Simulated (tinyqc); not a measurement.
Vertical double-diffused power MOSFET, components of the on-resistance: On-resistance against the channel mobility.

Stripe cells of pitch Wp + a, two channels a cell. Current flows through the channels, spreads in the accumulation layer, passes the gap between the p bodies and spreads at 45 degrees into the drift layer below them. Low drain voltage, full ionisation.

Triangular field at breakdown with Ec = Kc N^(1/8): BV = eps0 eps_r Ec^2/(2 q N), so N = (eps0 eps_r Kc^2/(2 q BV))^(4/3); W = 2 BV/Ec; mu = mud (T/300 K)^(-bt); rho = 1/(q mu N); ideal resistance rho W. Pitch p = Wp + a, Cox = 3.9 eps0/tox; zero-bias depletion in the gap w0 = sqrt(2 eps0 eps_r Vbi/(q N Nj)), open gap g = a - 2 w0; R_ch = Lc p/(2 mch Cox Vov); R_acc = 0.6 a p/(4 mac Cox Vov), 0.6 being an empirical factor for current leaving the layer along its length; R_gap = (rho/Nj) xp p/g; spreading depth t = min(W, (p - g)/2); R_drift = (rho p/2) ln((g + 2 t)/g) + rho (W - t); R_on = the sum with Rs.

Parameters, values chosen for the exercise; bulk values close to those of gallium nitride:

| symbol | value | unit | meaning |
|---|---|---|---|
| T | 300 | K | temperature |
| eps_r | 9.62 |  | relative permittivity |
| Kc | 27000 | V/cm per (cm^-3)^(1/8) | critical-field constant |
| BV | 900 | V | rated breakdown voltage of the drift layer |
| mud | 890 | cm^2/(V s) | drift mobility at 300 K |
| bt | 2.5 |  | temperature exponent of the drift mobility |
| tox | 77 | nm | gate oxide thickness (eps_r 3.9) |
| Vov | 6 | V | gate overdrive |
| mac | 190 | cm^2/(V s) | accumulation-layer mobility |
| Lc | 0.6 | um | channel length |
| Wp | 2.2 | um | width of the p body in one cell, channels included |
| a | 4.6 | um | gap between neighbouring p bodies |
| xp | 1.4 | um | depth of the p body |
| Nj | 3 |  | doping of the gap over the drift doping |
| Vbi | 3.16 | V | built-in voltage of the body junction |
| Rs | 0.37 | mohm cm^2 | substrate and contact resistance |

Constants: q = 1.602176634e-19 C, eps0 = 8.8541878128e-14 F/cm where lengths are in cm. Results are converted to the units shown.

The same in every row: R_acc (mohm cm^2) = 0.9178; R_gap (mohm cm^2) = 0.01906; R_drift (mohm cm^2) = 0.1565; ideal (mohm cm^2) = 0.1480.

Result of one run:
```
mch (cm^2/(V s))  R_ch (mohm cm^2)  R_on (mohm cm^2)  largest term
100                         0.7582             2.222  accumulation
```

What becomes of these results when the channel mobility mch is changed from 100 to 40 cm^2/(V s), all else the same?

Result of the changed run:
```
mch (cm^2/(V s))  R_ch (mohm cm^2)  R_on (mohm cm^2)  largest term
40                           1.895             3.359       channel
```

The whole series:
```
mch (cm^2/(V s))  R_ch (mohm cm^2)  R_on (mohm cm^2)  largest term
5                            15.16             16.63       channel
10                           7.582             9.045       channel
20                           3.791             5.254       channel
40                           1.895             3.359       channel
70                           1.083             2.546       channel
100                         0.7582             2.222  accumulation
300                         0.2527             1.716  accumulation
500                         0.1516             1.615  accumulation
```

R_on falls from 16.6 to 1.61 mohm cm^2. The channel term is the largest at mch = 5, the accumulation term from 100 on. R_on is 112 times the ideal drift resistance in the first row and 10.9 times in the last.

Numbers from tinyqc (`OMP_NUM_THREADS=1 python tinyqc.py 2230145 2230146 out.jsonl`; about 0.01 s on one thread of a shared Intel Xeon 2.30GHz).
